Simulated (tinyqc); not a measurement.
Atomic layer deposition: Langmuir saturation, growth per cycle and coating of deep features: one step, computed by the program tinyqc. Command: `OMP_NUM_THREADS=1 python tinyqc.py 3023931 3023932 out.jsonl ald walk`. One thread of a shared host (Intel(R) Xeon(R) Processor @ 2.30GHz), about 0.02 s of CPU time with the checks.

Precursor A sticks only on free sites, so a long enough pulse saturates; co-reactant B then frees the sites again.

Problem. The first four cycles. One cycle from coverage th0: pulse A gives th1 = th_s + (th0 - th_s) exp(-(k_a + k_d) t), th_s = k_a/(k_a + k_d); the purge leaves th2 = th1 exp(-k_d t_p); pulse B converts c_B th2 into film and leaves th3 = (1 - c_B) th2. Growth = G c_B th2. Start from th0 = 0.

Inputs (values chosen for the exercise, modelled on hafnium oxide from an amide and water):

| quantity | value | unit |
|---|---|---|
| growth per cycle at saturation G | 0.92 | angstrom |
| temperature T | 300 | C |
| pulse time t | 2 | s |
| co-reactant completion per pulse c_B | 0.9 | - |
| purge time t_p | 3.3 | s |

k_a = 2.676867 1/s

k_d = 5.132218e-06 1/s

Give: Cycles.

Solution.

Cycles:

| cycle | th0 | th1 | th2 | th3 | growth (angstrom) |
|---|---|---|---|---|---|
| 1 | 0.000000 | 0.99527 | 0.99525 | 0.099525 | 0.82407 |
| 2 | 0.099525 | 0.99574 | 0.99572 | 0.099572 | 0.82446 |
| 3 | 0.099572 | 0.99574 | 0.99572 | 0.099572 | 0.82446 |
| 4 | 0.099572 | 0.99574 | 0.99572 | 0.099572 | 0.82446 |
